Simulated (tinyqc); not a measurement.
Inside a calculation. Model: time-domain thermoreflectance: layered heat flow under a modulated pulse train, and what the signal ratio measures. Computed by tinyqc, a small Python program that keeps every step. Command: `OMP_NUM_THREADS=1 python tinyqc.py 3111290 3111291 out.jsonl tdtr walk`. One thread of a shared host (Intel(R) Xeon(R) Processor @ 2.30GHz), about 0.2 s of CPU time with the checks. Intermediate numbers are printed to about 6 digits and carried at full precision; extremes and crossings named in words are read from the listed rows.

Pulses repeat at 80 MHz; heat is laid down at the surface, all layers are isotropic, and the film is in perfect contact with the substrate.

Inputs (values chosen for the exercise, modelled on aluminium on silica):

| quantity | value | unit |
|---|---|---|
| metal thickness d | 70 | nm |
| metal conductivity | 180 | W/(m K) |
| metal heat capacity | 2.42 | MJ/(m^3 K) |
| boundary conductance G under the metal | 67 | MW/(m^2 K) |
| film thickness | 34 | nm |
| film conductivity | 0.5 | W/(m K) |
| film heat capacity | 2.6 | MJ/(m^3 K) |
| substrate conductivity kappa | 1.26 | W/(m K) |
| substrate heat capacity C | 1.6 | MJ/(m^3 K) |
| modulation frequency f | 10 | MHz |
| spot radius w (1/e^2, pump and probe) | 4 | micrometre |
| delay t | 1500 | ps |

Stack: metal, film, substrate.

## Length and time scales

Penetration depth sqrt(kappa/(pi f C)); effusivity sqrt(kappa C); cooling time of the metal d C_m/G; Kapitza length kappa/G.

penetration depth = 0.158325 micrometre

effusivity = 1419.86 W s^(1/2)/(m^2 K)

cooling time of the metal = 2528.36 ps

Kapitza length = 18.8060 nm

depth over spot radius = 0.0395813

## Impedance at k = 0 and the modulation frequency

For radial wave number k and angular frequency W each layer has u = sqrt(4 pi^2 k^2 + i W C/kappa) and gamma = kappa u. Surface impedance from below: Z = 1/gamma for the substrate; a layer of thickness L maps Z to (Z + tanh(u L)/gamma)/(1 + gamma Z tanh(u L)); a boundary adds 1/G. Take k = 0 and W = 2 pi f.

Z of the substrate = 62.8275-62.8275i m^2 K/GW

Z at the surface = 23.7324-53.2197i m^2 K/GW

## Response at the modulation frequency

Response per absorbed watt H(W) = 2 pi int_0^(2/w) Z(k, W) exp(-pi^2 k^2 w^2) k dk by 20 Gauss-Legendre points.

H(2 pi f) = 0.555892-0.902911i K/mW

phase of H(2 pi f) = -58.3808 degrees

## Signal at one delay

Signal: X + iY = sum_(m = -M..M) H(2 pi (f + m f_r)) exp(i 2 pi m f_r t) exp(-pi (m/M)^2 x 4), f_r = 80 MHz, M = 4000, with H(-W) the complex conjugate of H(W); V_in = X, V_out = Y, ratio = -V_in/V_out.

V_in = 1.08892 K/mW

V_out = -0.890837 K/mW

ratio -V_in/V_out = 1.22236

## Ratio and sensitivities against delay

Sensitivity S = ln(ratio'/ratio)/ln(1.01) for a rise of one input by 1 %.

Ratio and sensitivities:

| t (ps) | ratio | S to kappa | S to G | S to d | S to C | S to w | S to film conductivity |
|---|---|---|---|---|---|---|---|
| 100 | 1.72488 | 0.120591 | 0.0240659 | -0.567769 | 0.120642 | -0.417590 | 0.187161 |
| 200 | 1.66654 | 0.121424 | 0.0133694 | -0.547274 | 0.121466 | -0.414555 | 0.180286 |
| 400 | 1.57043 | 0.122913 | 0.0010941 | -0.514040 | 0.122938 | -0.408694 | 0.167169 |
| 800 | 1.41979 | 0.125816 | -0.0108785 | -0.465294 | 0.125810 | -0.398525 | 0.144711 |
| 1500 | 1.22236 | 0.131414 | -0.0194824 | -0.409011 | 0.131358 | -0.385649 | 0.114256 |
| 2500 | 1.01331 | 0.140775 | -0.0243831 | -0.360566 | 0.140649 | -0.376482 | 0.081893 |
| 4000 | 0.78043 | 0.158067 | -0.0285411 | -0.323912 | 0.157821 | -0.380561 | 0.046049 |

The largest sensitivity in size at 100 ps is to d (-0.57). G is hardly felt. kappa and C enter almost alike, through the effusivity. At 400 ps an error of 3 % in d passes on as 13 % in kappa.

Checks made by the program: steady rise of a bare substrate, 1/(2 sqrt(pi) w kappa), from the same quadrature (relative difference below 1e-10).
